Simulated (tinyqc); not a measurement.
# X-ray reflectivity of a thin film on silicon: critical angles, Parratt recursion, fringes and roughness, step by step

A worked calculation. Computed by tinyqc, a small Python program that keeps every step. Command: `OMP_NUM_THREADS=1 python tinyqc.py 3120354 3120355 out.jsonl xrr walk`. One thread of a shared host (Intel(R) Xeon(R) Processor @ 2.30GHz), about 0.01 s of CPU time with the checks. Intermediate numbers are printed to about 5 digits and carried at full precision; extremes and crossings named in words are read from the listed rows.

n = 1 - delta + i beta; the classical electron radius is r_e = 2.8179403e-6 nm. Layer 0 is vacuum, 1 the film, 2 the substrate.

Inputs (values chosen for the exercise, modelled on ruthenium on silicon, copper K-alpha radiation): wavelength lambda = 0.15406 nm; film density rho = 12.5 g/cm^3; effective electrons per unit mass, film = 0.435 mol/g; beta/delta, film = 0.093; film thickness d = 18.2 nm; roughness of the surface sigma_1 = 1.2 nm; roughness of the interface sigma_2 = 0.61 nm; substrate density = 2.33 g/cm^3; effective electrons per unit mass, substrate = 0.507 mol/g; beta/delta, substrate = 0.023; grazing angle theta = 1.09 degrees.

Constants: N_A = 6.02214076e+23 1/mol.

## Optical constants

delta = r_e lambda^2 rho_e/(2 pi), rho_e = density x electrons per mass x N_A; critical angle sqrt(2 delta), q_c = 4 sqrt(pi r_e rho_e).

Constants:
```
layer      rho_e (1/nm^3)       delta        beta  critical angle (degrees)  q_c (1/nm)
film               3274.5  3.4856e-05  3.2416e-06                   0.47839     0.68105
substrate           711.4  7.5726e-06  1.7417e-07                   0.22298     0.31744
```

The film is denser in electrons than the substrate; X-rays tunnel through a film of a few nanometres, so the edge of total reflection moves to the value of the film only as it thickens.

## Critical angle of the film

The formulas are those given above.

critical angle of the film = 0.47839 degrees

## Reflectivity at one angle

k_j = (2 pi/lambda) sqrt(sin^2 theta - 2 delta_j + 2 i beta_j); r_ij = (k_i - k_j)/(k_i + k_j) x exp(-2 k_i k_j sigma^2) (Nevot-Croce); r = (r_01 + r_12 p)/(1 + r_01 r_12 p), p = exp(2 i k_1 d); R = |r|^2.

k_0, k_1, k_2 (1/nm): [0.77583, 0.69715+0.00773i, 0.75942+0.00038i]

1000 r_01 = 11.222-1.359i

1000 r_12 = -28.794+3.696i

p = 0.73236+0.18198i

reflectivity R = 1.2625e-04

q = 4 pi sin(theta)/lambda = 1.5517 1/nm

## Fringe period, contrast and decay

Far above the critical angle the period is d theta = lambda/(2 d), or 2 pi/d in q; the envelope runs between (|r_01| - |r_12 p|)^2 and (|r_01| + |r_12 p|)^2; contrast = 2 a b/(a^2 + b^2) with a = |r_01|, b = |r_12 p|; roughness factors on the amplitudes are about exp(-q^2 sigma^2/2).

period in theta = 0.24250 degrees

period in q = 0.34523 1/nm

contrast = 0.81502

roughness factor, surface = 0.17666

roughness factor, interface = 0.63894

## Thickness from the minima

Minima of R theta^4 are located on 6001 points over 7.5 periods, from 1.15 times the larger critical angle. With refraction, sin^2(theta_m) = 2 delta + m^2 (lambda/(2 d))^2, m integer or half-integer; the first six minima are used, and the first order is the one that minimises the largest residual of the least-squares line plus the distance of its intercept from 2 delta. Without refraction, d = lambda/(2 x mean step of sin theta).

Minima:
```
order m  theta (degrees)  sin^2 theta
2                 0.6820   1.4168e-04
3                 0.8705   2.3084e-04
4                 1.0806   3.5567e-04
5                 1.3031   5.1718e-04
6                 1.5365   7.1899e-04
```

d with refraction = 18.143 nm

d without refraction = 20.664 nm

Against d = 18.2 nm the errors are -0.32 % with and +13.54 % without refraction. The orders are integers, as r_01 and r_12 have opposite signs for a film denser than the substrate.

## Which roughness does what

R is averaged over one period above each angle (64 points); contrast = (max - min)/(max + min) of R theta^4 over that period. Cases: smooth; only sigma_1; only sigma_2; both.

Mean R and contrast:
```
theta (degrees)   R smooth  contrast  R, sigma_1  contrast, sigma_1  R, sigma_2  contrast, sigma_2     R, both  contrast, both
0.8              0.0084628   0.84223   0.0028232            0.94230  7.6609e-03            0.71534  2.0286e-03         0.99341
1.2              0.0018789   0.90342   0.0005408            0.35564  1.4887e-03            0.64380  1.7978e-04         0.62983
1.8              0.0003995   0.93154   0.0001221            0.02230  2.7937e-04            0.33739  8.9235e-06         0.30599
2.5              0.0001119   0.94384   0.0000366            0.00655  7.3916e-05            0.10999  2.4573e-07         0.43290
3.5              0.0000314   0.95096   0.0000104            0.00391  1.9742e-05            0.01196  6.6179e-10         0.56893
```

At 2.5 degrees sigma_1 alone multiplies the mean R by 0.33 and sigma_2 alone by 0.66; the contrast goes from 0.94 (smooth) to 0.01 and 0.11.

Checks made by the program: smooth bare substrate far above q_c against (q_c/2q)^4 (relative difference 1e-03).
